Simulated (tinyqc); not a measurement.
Yield per ion against the flux ratio: ion-assisted plasma etching: sheath, surface coverage, synergy and aspect-ratio dependence. Computed by tinyqc, a small Python program. Command: `OMP_NUM_THREADS=1 python tinyqc.py 3017044 3017045 out.jsonl etch walk`. One thread of a shared host (Intel(R) Xeon(R) Processor @ 2.30GHz), about 0.06 s of CPU time with the checks.

Radicals adsorb on bare sites; ions remove covered sites with a high yield and bare sites by sputtering; a slow spontaneous reaction acts everywhere, walls included.

Inputs (values chosen for the exercise, close to those used for silicon dioxide in a fluorocarbon plasma):
```
quantity                                value       unit
plasma density n_e                    1.9e+10     1/cm^3
electron temperature T_e                  4.3         eV
ion mass M_i                               69          u
sheath voltage V                          710          V
radical density n                     1.2e+12     1/cm^3
radical mass M_n                           50          u
gas temperature T_g                       500          K
sticking coefficient s                   0.79          -
radicals per removed unit x                 2          -
yield slope b                            0.39  eV^(-1/2)
threshold E_th                             12         eV
sputter slope b_p                       0.013  eV^(-1/2)
sputter threshold E_p                      39         eV
spontaneous reaction probability k_c    2e-05          -
solid density N                       2.2e+22     1/cm^3
ion temperature T_i                      0.63         eV
```

Feature: long trench.

Constants: e = 1.602176634e-19 C; u = 1.6605390666e-27 kg; k_B = 1.380649e-23 J/K; eps_0 = 8.8541878128e-12 F/m.

Method:
- Bohm speed u_B = sqrt(e T_e/M_i); ion flux G_i = 0.61 n_e u_B; radical flux G_n = n c/4 with c = sqrt(8 k_B T_g/(pi M_n)).
- Debye length lambda_D = sqrt(eps_0 T_e/(e n_s)) with n_s = 0.61 n_e, T_e in volts; Child-law sheath d = (sqrt2/3) lambda_D (2 V/T_e)^(3/4); ion energy E = V + T_e/2; angular spread = arctan(sqrt(T_i/E)).
- Yields: Y = b (sqrt(E) - sqrt(E_th)) on covered sites, Y_p = b_p (sqrt(E) - sqrt(E_p)) on bare ones (zero below threshold).
- Steady coverage: s G_n (1 - theta) = x Y G_i theta; removal flux = Y G_i theta + Y_p G_i (1 - theta) + k_c G_n; rate = flux/N, 1 cm/s = 6e8 nm/min.
- The ion flux is fixed and the radical flux set by the ratio; the removal per ion is the removal flux over G_i.

yield Y = 9.05659

sputter yield Y_p = 0.265735

ion flux G_i = 2.84200e+15 1/(cm^2 s)

Open field:
```
G_n/G_i    theta  rate (nm/min)  removal per ion
0.3      0.01292          29.40           0.3793
1        0.04179          49.07           0.6331
3        0.11570          99.44           1.2829
10       0.30369         227.54           2.9356
30       0.56681         406.85           5.2491
100      0.81348         575.04           7.4190
300      0.92900         654.06           8.4384
1000     0.97759         688.25           8.8796
3000     0.99242         701.45           9.0499
```

What follows from these numbers?

Coverage reaches one half at G_n/G_i = x Y/s = 22.9. Below that the ion-assisted part follows the radical flux, on top of the sputter floor Y_p = 0.266; above it the ion-assisted part saturates at Y = 9.06 per ion. Caution: a sheath of several millimetres is collisional at usual pressures, which lowers the ion energy and widens the angles.
